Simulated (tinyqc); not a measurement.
ROHF in the 6-311g basis, for H2-, spin multiplicity 2, step by step (part 2 of 2). The basis has no diffuse functions, so it cannot describe the extra electron: this is an exercise in the method, not the real anion. Computed by tinyqc, a small Python program that keeps every step (integrals from PySCF). Command: `OMP_NUM_THREADS=1 python tinyqc.py 25787 25788 out.jsonl` (the two numbers bound the seeds that draw the settings). One thread of a shared host (Intel(R) Xeon(R) Processor @ 2.60GHz), about 0.06 s of CPU time with the checks.

Geometry (angstrom):
```
atom         x         y         z
H     0.000000  0.000000  0.000000
H     0.000000  0.000000  1.240000
```

## Iteration 2: diagonalisation and new density

extrapolated F (hartree), order 1H 1s, 1H 2s, 1H 3s, 2H 1s, 2H 2s, 2H 3s:
$$\begin{pmatrix}
0.986340 & -0.112704 & -0.296009 & -0.141406 & -0.193429 & -0.215592 \\
-0.112704 & 0.040574 & -0.138136 & -0.200866 & -0.176322 & -0.170814 \\
-0.296009 & -0.138136 & -0.047745 & -0.224642 & -0.165969 & -0.093565 \\
-0.141406 & -0.200866 & -0.224642 & 1.078924 & -0.098235 & -0.296676 \\
-0.193429 & -0.176322 & -0.165969 & -0.098235 & 0.071328 & -0.101770 \\
-0.215592 & -0.170814 & -0.093565 & -0.296676 & -0.101770 & 0.000034
\end{pmatrix}$$

X, order 1H 1s, 1H 2s, 1H 3s, 2H 1s, 2H 2s, 2H 3s:
$$\begin{pmatrix}
0.721863 & -0.882557 & -0.712773 & 0.666473 & 0.461493 & 0.157270 \\
-1.822755 & 1.508845 & 0.629184 & 0.095924 & 0.346367 & 0.242465 \\
2.112567 & -0.886652 & 0.786423 & -0.500158 & 0.141159 & 0.256068 \\
-0.721863 & -0.882557 & 0.712773 & 0.666473 & -0.461493 & 0.157270 \\
1.822755 & 1.508845 & -0.629184 & 0.095924 & -0.346367 & 0.242465 \\
-2.112567 & -0.886652 & -0.786423 & -0.500158 & -0.141159 & 0.256068
\end{pmatrix}$$

Diagonalise F' = X^T F X, C = X C', fill 2 alpha and 1 beta electrons from the bottom; D(s) = C_occ C_occ^T. Each column has its largest component positive (the first on a tie).

F' = X^T F X (hartree):
$$\begin{pmatrix}
1.695617 & 0.032490 & -1.054871 & -0.021826 & 0.303918 & -0.015615 \\
0.032490 & 2.194029 & -0.036846 & -1.106128 & 0.032427 & -0.017632 \\
-1.054871 & -0.036846 & 1.565376 & 0.061875 & -0.652685 & -0.020348 \\
-0.021826 & -1.106128 & 0.061875 & 1.397357 & -0.027812 & 0.065112 \\
0.303918 & 0.032427 & -0.652685 & -0.027812 & 0.606821 & -0.016781 \\
-0.015615 & -0.017632 & -0.020348 & 0.065112 & -0.016781 & -0.186429
\end{pmatrix}$$

orbital energies (hartree): MO1 -0.191805, MO2 0.223850, MO3 0.620761, MO4 0.761107, MO5 2.835673, MO6 3.023184

coefficients C, order 1H 1s, 1H 2s, 1H 3s, 2H 1s, 2H 2s, 2H 3s:
$$\begin{pmatrix}
0.144337 & 0.121052 & 0.069643 & 0.089628 & -1.517675 & -0.371786 \\
0.207286 & 0.126497 & 1.073029 & 1.046186 & 1.959042 & 0.200425 \\
0.396697 & 1.097434 & -1.050431 & -1.624982 & -1.043242 & 0.095676 \\
0.128673 & -0.138713 & 0.023268 & -0.070079 & 0.366979 & -1.521187 \\
0.211222 & -0.220622 & 0.828183 & -1.283351 & -0.722821 & 1.798401 \\
0.198952 & -1.081515 & -0.744674 & 1.845463 & 0.569664 & -0.842118
\end{pmatrix}$$

D(alpha) after iteration 2, order 1H 1s, 1H 2s, 1H 3s, 2H 1s, 2H 2s, 2H 3s:
$$\begin{pmatrix}
0.035487 & 0.045232 & 0.190105 & 0.001781 & 0.003780 & -0.102204 \\
0.045232 & 0.058969 & 0.221051 & 0.009126 & 0.015876 & -0.095568 \\
0.190105 & 0.221051 & 1.361730 & -0.101184 & -0.158327 & -1.107967 \\
0.001781 & 0.009126 & -0.101184 & 0.035798 & 0.057782 & 0.175620 \\
0.003780 & 0.015876 & -0.158327 & 0.057782 & 0.093289 & 0.280629 \\
-0.102204 & -0.095568 & -1.107967 & 0.175620 & 0.280629 & 1.209256
\end{pmatrix}$$

D(beta) after iteration 2, order 1H 1s, 1H 2s, 1H 3s, 2H 1s, 2H 2s, 2H 3s:
$$\begin{pmatrix}
0.020833 & 0.029919 & 0.057258 & 0.018572 & 0.030487 & 0.028716 \\
0.029919 & 0.042968 & 0.082230 & 0.026672 & 0.043783 & 0.041240 \\
0.057258 & 0.082230 & 0.157368 & 0.051044 & 0.083791 & 0.078923 \\
0.018572 & 0.026672 & 0.051044 & 0.016557 & 0.027179 & 0.025600 \\
0.030487 & 0.043783 & 0.083791 & 0.027179 & 0.044615 & 0.042023 \\
0.028716 & 0.041240 & 0.078923 & 0.025600 & 0.042023 & 0.039582
\end{pmatrix}$$

## Iteration 3: building the Fock matrix

core Hamiltonian H = T + V (hartree), order 1H 1s, 1H 2s, 1H 3s, 2H 1s, 2H 2s, 2H 3s:
$$\begin{pmatrix}
-0.233504 & -0.813043 & -0.568083 & -0.121809 & -0.309858 & -0.362368 \\
-0.813043 & -0.845712 & -0.724508 & -0.309858 & -0.490836 & -0.536960 \\
-0.568083 & -0.724508 & -0.727360 & -0.362368 & -0.536960 & -0.610389 \\
-0.121809 & -0.309858 & -0.362368 & -0.233504 & -0.813043 & -0.568083 \\
-0.309858 & -0.490836 & -0.536960 & -0.813043 & -0.845712 & -0.724508 \\
-0.362368 & -0.536960 & -0.610389 & -0.568083 & -0.724508 & -0.727360
\end{pmatrix}$$

nuclear repulsion = 0.42675582 hartree

Given earlier and not repeated: Two-electron integrals (ij|kl) in chemists' order.

J_ij = sum D_kl (ij|kl) with D = D(alpha) + D(beta), K_ij = sum D_kl (ik|jl) for each spin; F = H + J - K(s); E = tr D H + tr D J / 2 - 0.5 sum_s tr D(s) K(s) + E_nn.

Coulomb J (hartree), order 1H 1s, 1H 2s, 1H 3s, 2H 1s, 2H 2s, 2H 3s:
$$\begin{pmatrix}
1.654991 & 1.111538 & 0.577558 & 0.052259 & 0.275552 & 0.347767 \\
1.111538 & 1.400032 & 1.025592 & 0.273008 & 0.597991 & 0.690862 \\
0.577558 & 1.025592 & 1.096575 & 0.343257 & 0.685873 & 0.856996 \\
0.052259 & 0.273008 & 0.343257 & 1.629321 & 1.094649 & 0.568850 \\
0.275552 & 0.597991 & 0.685873 & 1.094649 & 1.380045 & 1.011792 \\
0.347767 & 0.690862 & 0.856996 & 0.568850 & 1.011792 & 1.084373
\end{pmatrix}$$

exchange K(alpha) (hartree), order 1H 1s, 1H 2s, 1H 3s, 2H 1s, 2H 2s, 2H 3s:
$$\begin{pmatrix}
0.419430 & 0.436151 & 0.330738 & 0.061831 & 0.148616 & 0.196675 \\
0.436151 & 0.537762 & 0.452506 & 0.152714 & 0.264067 & 0.307741 \\
0.330738 & 0.452506 & 0.419744 & 0.201463 & 0.309004 & 0.332826 \\
0.061831 & 0.152714 & 0.201463 & 0.449190 & 0.460732 & 0.342302 \\
0.148616 & 0.264067 & 0.309004 & 0.460732 & 0.557090 & 0.458520 \\
0.196675 & 0.307741 & 0.332826 & 0.342302 & 0.458520 & 0.417198
\end{pmatrix}$$

exchange K(beta) (hartree), order 1H 1s, 1H 2s, 1H 3s, 2H 1s, 2H 2s, 2H 3s:
$$\begin{pmatrix}
0.289273 & 0.316724 & 0.254486 & 0.114452 & 0.195315 & 0.207208 \\
0.316724 & 0.405807 & 0.354245 & 0.188295 & 0.296428 & 0.304577 \\
0.254486 & 0.354245 & 0.329827 & 0.193084 & 0.293291 & 0.297356 \\
0.114452 & 0.188295 & 0.193084 & 0.243189 & 0.268895 & 0.218689 \\
0.195315 & 0.296428 & 0.293291 & 0.268895 & 0.349811 & 0.310628 \\
0.207208 & 0.304577 & 0.297356 & 0.218689 & 0.310628 & 0.296196
\end{pmatrix}$$

F(alpha) (hartree), order 1H 1s, 1H 2s, 1H 3s, 2H 1s, 2H 2s, 2H 3s:
$$\begin{pmatrix}
1.002057 & -0.137655 & -0.321262 & -0.131381 & -0.182921 & -0.211275 \\
-0.137655 & 0.016558 & -0.151422 & -0.189564 & -0.156912 & -0.153840 \\
-0.321262 & -0.151422 & -0.050530 & -0.220574 & -0.160091 & -0.086219 \\
-0.131381 & -0.189564 & -0.220574 & 0.946627 & -0.179126 & -0.341535 \\
-0.182921 & -0.156912 & -0.160091 & -0.179126 & -0.022757 & -0.171236 \\
-0.211275 & -0.153840 & -0.086219 & -0.341535 & -0.171236 & -0.060185
\end{pmatrix}$$

F(beta) (hartree), order 1H 1s, 1H 2s, 1H 3s, 2H 1s, 2H 2s, 2H 3s:
$$\begin{pmatrix}
1.132214 & -0.018229 & -0.245011 & -0.184003 & -0.229620 & -0.221808 \\
-0.018229 & 0.148513 & -0.053161 & -0.225145 & -0.189273 & -0.150675 \\
-0.245011 & -0.053161 & 0.039388 & -0.212195 & -0.144378 & -0.050749 \\
-0.184003 & -0.225145 & -0.212195 & 1.152628 & 0.012712 & -0.217922 \\
-0.229620 & -0.189273 & -0.144378 & 0.012712 & 0.184522 & -0.023344 \\
-0.221808 & -0.150675 & -0.050749 & -0.217922 & -0.023344 & 0.060817
\end{pmatrix}$$

total energy of this density = -0.98175651 hartree

## Iteration 3: Roothaan effective Fock matrix

overlap S, order 1H 1s, 1H 2s, 1H 3s, 2H 1s, 2H 2s, 2H 3s:
$$\begin{pmatrix}
1.000000 & 0.706377 & 0.373664 & 0.031423 & 0.170806 & 0.221959 \\
0.706377 & 1.000000 & 0.788963 & 0.170806 & 0.408782 & 0.513792 \\
0.373664 & 0.788963 & 1.000000 & 0.221959 & 0.513792 & 0.754222 \\
0.031423 & 0.170806 & 0.221959 & 1.000000 & 0.706377 & 0.373664 \\
0.170806 & 0.408782 & 0.513792 & 0.706377 & 1.000000 & 0.788963 \\
0.221959 & 0.513792 & 0.754222 & 0.373664 & 0.788963 & 1.000000
\end{pmatrix}$$

With projectors Pc = D(beta) S, Po = (D(alpha) - D(beta)) S, Pv = 1 - D(alpha) S, the block xy is Px^T F Py; with Fc = (F(alpha) + F(beta))/2, the blocks are Fc for cc, oo, vv and cv, F(beta) for co and F(alpha) for ov.

effective F (hartree), order 1H 1s, 1H 2s, 1H 3s, 2H 1s, 2H 2s, 2H 3s:
$$\begin{pmatrix}
1.051805 & -0.093505 & -0.291946 & -0.142061 & -0.193455 & -0.212691 \\
-0.093505 & 0.067298 & -0.110470 & -0.192220 & -0.162274 & -0.150975 \\
-0.291946 & -0.110470 & -0.009592 & -0.208402 & -0.147853 & -0.069847 \\
-0.142061 & -0.192220 & -0.208402 & 1.034650 & -0.093409 & -0.280221 \\
-0.193455 & -0.162274 & -0.147853 & -0.093409 & 0.078722 & -0.090261 \\
-0.212691 & -0.150975 & -0.069847 & -0.280221 & -0.090261 & 0.011629
\end{pmatrix}$$

## Iteration 3: DIIS over 3 matrices

error matrix X^T (FDS - SDF) X:
$$\begin{pmatrix}
0.000000 & 0.002977 & 0.001814 & -0.000621 & 0.001443 & 0.008868 \\
-0.002977 & 0.000000 & -0.007050 & 0.000358 & -0.009514 & -0.004556 \\
-0.001814 & 0.007050 & 0.000000 & -0.000913 & -0.002272 & 0.010894 \\
0.000621 & -0.000358 & 0.000913 & 0.000000 & 0.001083 & -0.011980 \\
-0.001443 & 0.009514 & 0.002272 & -0.001083 & 0.000000 & 0.006659 \\
-0.008868 & 0.004556 & -0.010894 & 0.011980 & -0.006659 & 0.000000
\end{pmatrix}$$

B (overlaps of the stored error matrices):
$$\begin{pmatrix}
1.1292886e+01 & 1.3243521e+00 & -3.0299066e-02 \\
1.3243521e+00 & 3.3287835e-01 & -5.6329714e-04 \\
-3.0299066e-02 & -5.6329714e-04 & 1.1361214e-03
\end{pmatrix}$$

Minimise |sum c_i e_i|^2 with sum c_i = 1: solve [B -1; -1 0][c; lambda] = [0; -1] with B_ij = tr e_i^T e_j, and take F = sum c_i F_i.

DIIS coefficients: [0.004187, -0.011874, 1.007687]

extrapolated F (hartree), order 1H 1s, 1H 2s, 1H 3s, 2H 1s, 2H 2s, 2H 3s:
$$\begin{pmatrix}
1.053508 & -0.092293 & -0.291151 & -0.141991 & -0.193055 & -0.212127 \\
-0.092293 & 0.068382 & -0.109514 & -0.191998 & -0.161544 & -0.150138 \\
-0.291151 & -0.109514 & -0.008542 & -0.208053 & -0.147087 & -0.068974 \\
-0.141991 & -0.191998 & -0.208053 & 1.034023 & -0.093233 & -0.279787 \\
-0.193055 & -0.161544 & -0.147087 & -0.093233 & 0.079381 & -0.089443 \\
-0.212127 & -0.150138 & -0.068974 & -0.279787 & -0.089443 & 0.012486
\end{pmatrix}$$

## Iteration 3: diagonalisation and new density

As before.

F' = X^T F X (hartree):
$$\begin{pmatrix}
1.691723 & -0.007835 & -1.043433 & 0.001862 & 0.301405 & -0.008097 \\
-0.007835 & 2.196381 & 0.003502 & -1.106288 & -0.001043 & -0.020192 \\
-1.043433 & 0.003502 & 1.566283 & -0.004137 & -0.657095 & -0.012933 \\
0.001862 & -1.106288 & -0.004137 & 1.401394 & 0.014221 & 0.058114 \\
0.301405 & -0.001043 & -0.657095 & 0.014221 & 0.618144 & -0.004793 \\
-0.008097 & -0.020192 & -0.012933 & 0.058114 & -0.004793 & -0.159442
\end{pmatrix}$$

orbital energies (hartree): MO1 -0.162432, MO2 0.227811, MO3 0.624522, MO4 0.773387, MO5 2.874708, MO6 2.976486

coefficients C, order 1H 1s, 1H 2s, 1H 3s, 2H 1s, 2H 2s, 2H 3s:
$$\begin{pmatrix}
0.140819 & 0.120800 & -0.039504 & -0.080260 & 0.974477 & -1.223888 \\
0.213916 & 0.154102 & -0.886418 & -1.238448 & -1.414884 & 1.338650 \\
0.343984 & 1.096186 & 0.779902 & 1.794695 & 0.871986 & -0.541962 \\
0.134452 & -0.136393 & -0.047158 & 0.074767 & -1.220418 & -0.977762 \\
0.220973 & -0.195404 & -1.024498 & 1.112765 & 1.678055 & 0.996071 \\
0.237523 & -1.089013 & 1.030741 & -1.685930 & -0.971490 & -0.335055
\end{pmatrix}$$

D(alpha) after iteration 3, order 1H 1s, 1H 2s, 1H 3s, 2H 1s, 2H 2s, 2H 3s:
$$\begin{pmatrix}
0.034423 & 0.048739 & 0.180859 & 0.002457 & 0.007512 & -0.098105 \\
0.048739 & 0.069508 & 0.242508 & 0.007743 & 0.017158 & -0.117009 \\
0.180859 & 0.242508 & 1.319950 & -0.103263 & -0.138188 & -1.112057 \\
0.002457 & 0.007743 & -0.103263 & 0.036680 & 0.056362 & 0.180470 \\
0.007512 & 0.017158 & -0.138188 & 0.056362 & 0.087012 & 0.265284 \\
-0.098105 & -0.117009 & -1.112057 & 0.180470 & 0.265284 & 1.242367
\end{pmatrix}$$

D(beta) after iteration 3, order 1H 1s, 1H 2s, 1H 3s, 2H 1s, 2H 2s, 2H 3s:
$$\begin{pmatrix}
0.019830 & 0.030123 & 0.048439 & 0.018933 & 0.031117 & 0.033448 \\
0.030123 & 0.045760 & 0.073584 & 0.028761 & 0.047270 & 0.050810 \\
0.048439 & 0.073584 & 0.118325 & 0.046249 & 0.076011 & 0.081704 \\
0.018933 & 0.028761 & 0.046249 & 0.018077 & 0.029710 & 0.031935 \\
0.031117 & 0.047270 & 0.076011 & 0.029710 & 0.048829 & 0.052486 \\
0.033448 & 0.050810 & 0.081704 & 0.031935 & 0.052486 & 0.056417
\end{pmatrix}$$

## Iteration 9 (converged): orbitals

converged F (hartree), order 1H 1s, 1H 2s, 1H 3s, 2H 1s, 2H 2s, 2H 3s:
$$\begin{pmatrix}
1.046964 & -0.092560 & -0.286310 & -0.145532 & -0.196039 & -0.212233 \\
-0.092560 & 0.073301 & -0.100212 & -0.196039 & -0.164962 & -0.150352 \\
-0.286310 & -0.100212 & 0.002084 & -0.212233 & -0.150352 & -0.069211 \\
-0.145532 & -0.196039 & -0.212233 & 1.046964 & -0.092560 & -0.286310 \\
-0.196039 & -0.164962 & -0.150352 & -0.092560 & 0.073301 & -0.100211 \\
-0.212233 & -0.150352 & -0.069211 & -0.286310 & -0.100211 & 0.002084
\end{pmatrix}$$

As before.

F' = X^T F X (hartree):
$$\begin{pmatrix}
1.693582 & 0.000000 & -1.045335 & 0.000000 & 0.301888 & 0.000000 \\
0.000000 & 2.198962 & 0.000000 & -1.108204 & 0.000000 & -0.021787 \\
-1.045335 & 0.000000 & 1.568217 & 0.000000 & -0.658482 & 0.000000 \\
0.000000 & -1.108204 & 0.000000 & 1.404560 & 0.000000 & 0.056647 \\
0.301888 & 0.000000 & -0.658482 & 0.000000 & 0.624622 & 0.000000 \\
0.000000 & -0.021787 & 0.000000 & 0.056647 & 0.000000 & -0.161545
\end{pmatrix}$$

orbital energies (hartree): MO1 -0.163802, MO2 0.230500, MO3 0.625972, MO4 0.775206, MO5 2.880716, MO6 2.979807

coefficients C, order 1H 1s, 1H 2s, 1H 3s, 2H 1s, 2H 2s, 2H 3s:
$$\begin{pmatrix}
0.137806 & 0.127604 & 0.042698 & -0.077686 & -1.104441 & -1.107706 \\
0.220565 & 0.168712 & 0.957500 & -1.179556 & 1.555142 & 1.174369 \\
0.288150 & 1.103308 & -0.907939 & 1.739128 & -0.927081 & -0.441010 \\
0.137806 & -0.127605 & 0.042698 & 0.077686 & 1.104440 & -1.107707 \\
0.220565 & -0.168713 & 0.957503 & 1.179553 & -1.555141 & 1.174370 \\
0.288150 & -1.103307 & -0.907946 & -1.739126 & 0.927081 & -0.441010
\end{pmatrix}$$

D(alpha) after iteration 9, order 1H 1s, 1H 2s, 1H 3s, 2H 1s, 2H 2s, 2H 3s:
$$\begin{pmatrix}
0.035273 & 0.051924 & 0.180496 & 0.002708 & 0.008867 & -0.101078 \\
0.051924 & 0.077113 & 0.249697 & 0.008867 & 0.020185 & -0.122585 \\
0.180496 & 0.249697 & 1.300320 & -0.101078 & -0.122587 & -1.134258 \\
0.002708 & 0.008867 & -0.101078 & 0.035274 & 0.051924 & 0.180496 \\
0.008867 & 0.020185 & -0.122587 & 0.051924 & 0.077113 & 0.249698 \\
-0.101078 & -0.122585 & -1.134258 & 0.180496 & 0.249698 & 1.300317
\end{pmatrix}$$

D(beta) after iteration 9, order 1H 1s, 1H 2s, 1H 3s, 2H 1s, 2H 2s, 2H 3s:
$$\begin{pmatrix}
0.018991 & 0.030395 & 0.039709 & 0.018991 & 0.030395 & 0.039709 \\
0.030395 & 0.048649 & 0.063556 & 0.030395 & 0.048649 & 0.063556 \\
0.039709 & 0.063556 & 0.083031 & 0.039709 & 0.063556 & 0.083030 \\
0.018991 & 0.030395 & 0.039709 & 0.018991 & 0.030395 & 0.039709 \\
0.030395 & 0.048649 & 0.063556 & 0.030395 & 0.048649 & 0.063556 \\
0.039709 & 0.063556 & 0.083030 & 0.039709 & 0.063556 & 0.083030
\end{pmatrix}$$

## Convergence

Stop when the energy changes by less than 1e-08 hartree and every element of the error matrix X^T (F D S - S D F) X is below 3e-05.

Course of the cycle:
```
iteration  E (hartree)     change  largest element of the error matrix
1           1.67807609          -                             1.13e+00
2          -0.92219486  -2.60e+00                             2.81e-01
3          -0.98175651  -5.96e-02                             1.20e-02
4          -0.98281832  -1.06e-03                             8.47e-03
5          -0.98311414  -2.96e-04                             3.31e-03
6          -0.98317620  -6.21e-05                             2.64e-04
7          -0.98317656  -3.61e-07                             7.58e-05
8          -0.98317659  -2.52e-08                             8.47e-06
9          -0.98317659  -1.57e-10                             5.39e-07
```

PySCF ROHF in the same basis = -0.98317659 hartree

Converged in 9 iterations.

## Populations, bond orders and dipole

Mulliken: Z minus the diagonal of D S on the atom; Loewdin: the same with S^(1/2) D S^(1/2); Mayer order: 2 sum_s sum (D(s) S)_ij (D(s) S)_ji over the two atoms.

Charges (e):
```
atom   Mulliken    Loewdin  Mulliken spin
1H    -0.500001  -0.500000       0.500000
2H    -0.499999  -0.500000       0.500000
```

Mayer bond orders:
```
pair     order
2-1   0.316673
```

dipole moment about the origin, x y z (debye): [0.000000, 0.000000, -2.977981]
